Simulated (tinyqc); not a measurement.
From results back to parameters: strained quantum well: band edges, subbands and transparency. Two cases, with inputs chosen for the exercise.

Problem. In a thick strained layer the gaps to heavy and light holes are Ec - E_HH and Ec - E_LH. They were computed from hidden e and Eg.

Growth on (001), barriers unstrained: tr(e) = e (2 - nu2), Z = b e (1 + nu2); Ec = Ev + Eg + ac tr(e), E_HH = Ev + av tr(e) + Z, E_LH = Ev + av tr(e) - Z (coupling to the split-off band left out).

Case 1.

Values chosen (near those of an InGaAs/InP well; shifted at random, so the results belong to these values and not to a real crystal):
- nu2 = 1.028 (2 C12/C11)
- ac = -5.69 eV
- av = 1.05 eV (Ev moves by av tr(e))
- b = -1.86 eV (shear potential)

Ec - E_HH, Ec - E_LH (eV): 0.57907  0.66885

Case 2.

Values chosen (near those of an InGaAs/AlGaAs well; shifted at random, so the results belong to these values and not to a real crystal):
- nu2 = 0.959 (2 C12/C11)
- ac = -6.61 eV
- av = 1.12 eV (Ev moves by av tr(e))
- b = -1.95 eV (shear potential)

Ec - E_HH, Ec - E_LH (eV): 1.11531  1.26047

Find: Z; e; Eg.

Solution. Half of (Ec - E_LH) - (Ec - E_HH) is Z, which gives e; the mean is Eg + (ac - av) tr(e).

Case 1.

Z = 0.0449 eV
e = -0.0119
Eg = 0.546 eV

Case 2.

Z = 0.0726 eV
e = -0.0190
Eg = 1.035 eV

Computed by tinyqc, one run a case: `OMP_NUM_THREADS=1 python tinyqc.py N N+1 out.jsonl` with N = 1280372, 1280381; one thread of a shared Intel(R) Xeon(R) Processor @ 2.30GHz, about 0.04 s a run at most.
